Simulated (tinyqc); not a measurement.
# Metal gate on a two-layer dielectric stack with fixed charge and a dipole, step by step

tinyqc, about 0.01 s, one thread, Intel Xeon 2.30GHz (shared host): `OMP_NUM_THREADS=1 python tinyqc.py 2010020 2010021 out.jsonl` Printed values are rounded.

Gate, layer 2, layer 1, p-type semiconductor; x runs from the gate inwards. Charges are counted in units of +q. psi is the band bending at the surface, positive towards inversion. Classical charge, Boltzmann statistics, no interface traps.

Values chosen for this exercise; band and dielectric values close to those of silicon, layer 1 close to silicon dioxide, layer 2 close to zirconium oxide:
- T = 350 K (temperature)
- Eg = 1.11 eV (band gap)
- eps_r = 11.8 (relative permittivity)
- Nc = 3.52e19 cm^-3 (conduction-band density of states at T)
- Nv = 3.31e19 cm^-3 (valence-band density of states at T)
- chi = 4.05 eV (electron affinity)
- Na = 5.4e16 cm^-3 (acceptor density)
- pM = 4.88 eV (work function of the gate metal)
- t1 = 0.7 nm (thickness of layer 1, next to the semiconductor)
- e1 = 4.01 (relative permittivity of layer 1)
- t2 = 2.2 nm (thickness of layer 2, next to the gate)
- e2 = 25.6 (relative permittivity of layer 2)
- Q1 = 4e11 cm^-2 (fixed charge at the semiconductor interface)
- Q2 = -2.8e12 cm^-2 (fixed charge between the layers)
- r1 = -7.2e18 cm^-3 (uniform charge density in layer 1)
- r2 = 0 cm^-3 (uniform charge density in layer 2)
- Vd = 0 V (flat-band shift by a dipole layer between the layers)
- ps = 0.526 V (band bending psi of the working point)

Constants: q = 1.602176634e-19 C, kB = 1.380649e-23 J/K, Vt = kB T/q, eps0 = 8.8541878128e-14 F/cm where lengths are in cm. Results are converted to the units shown.

## Equivalent thickness and work-function difference

EOT = 3.9 (t1/e1 + t2/e2), Cox = eps0/(t1/e1 + t2/e2); phi_ms = pM - (chi + Eg - Vt ln(Nv/Na)).

EOT = 1.015954 nm
Cox = 3.398906 uF/cm^2
share of layer 1 in the EOT = 67.01069 %
phi_ms = -0.08641966 V

## Flat-band voltage, term by term

EOT = 3.9 (t1/e1 + t2/e2), Cox = eps0/(t1/e1 + t2/e2); phi_ms = pM - (chi + Eg - Vt ln(Nv/Na)). Vfb = phi_ms + Vd - (q/eps0) [Q1 (t1/e1 + t2/e2) + Q2 t2/e2 + r1 (t1^2/(2 e1) + t1 t2/e2) + r2 t2^2/(2 e2)]: each charge counts with its electrical distance from the gate.

terms (V): phi_ms -0.08641966, dipole 0.00000000, Q1 -0.01885520, Q2 0.04354140, r1 0.01579750, r2 0.00000000
Vfb = -0.04593596 V

Apart from phi_ms the largest term is that of Q2, 43.5 mV; all charges and the dipole together move Vfb by 40.5 mV.

## Threshold voltage

ni = sqrt(Nc Nv) exp(-Eg/(2 Vt)), Eg in volts, pB = Vt ln(Na/ni), Vth = Vfb + 2 pB + sqrt(4 q eps0 eps_r Na pB)/Cox.

ni = 3.479662e11 cm^-3
pB = 0.3604920 V
depletion charge = 0.1141682 uC/cm^2
Vth = 0.7086378 V

## Charge in the semiconductor

ni = sqrt(Nc Nv) exp(-Eg/(2 Vt)), Eg in volts. Qs = -sign(psi) sqrt(2 q eps0 eps_r Na Vt [exp(-u) + u - 1 + (ni/Na)^2 (exp(u) - u - 1)]), u = psi/Vt.

Qs = -0.09468332 uC/cm^2

The surface is depleted or weakly inverted.

## Fields and voltage drops

Gauss: D = -Qs just inside the semiconductor; going towards the gate subtract q Q1, then q r1 t1, q Q2 and q r2 t2. Field = D/(eps0 e); the drop over a layer is its mean field times its thickness; Vg = phi_ms + Vd + psi + both drops.

```
place                        D (uC/cm^2)  field (MV/cm)
layer 2, gate side             0.5599554      0.2470386
layer 2, inner side            0.5599554      0.2470386
layer 1, outer side            0.1113460      0.3136038
layer 1, semiconductor side    0.0305963      0.0861738
semiconductor surface          0.0946833      0.0906239
```

drop over layer 2 = 0.05434848 V
drop over layer 1 = 0.01399222 V
Vg = 0.5079210 V

The same Vg follows from Vfb + psi - Qs/Cox. The largest field, 0.314 MV/cm in size, is at: layer 1, outer side.
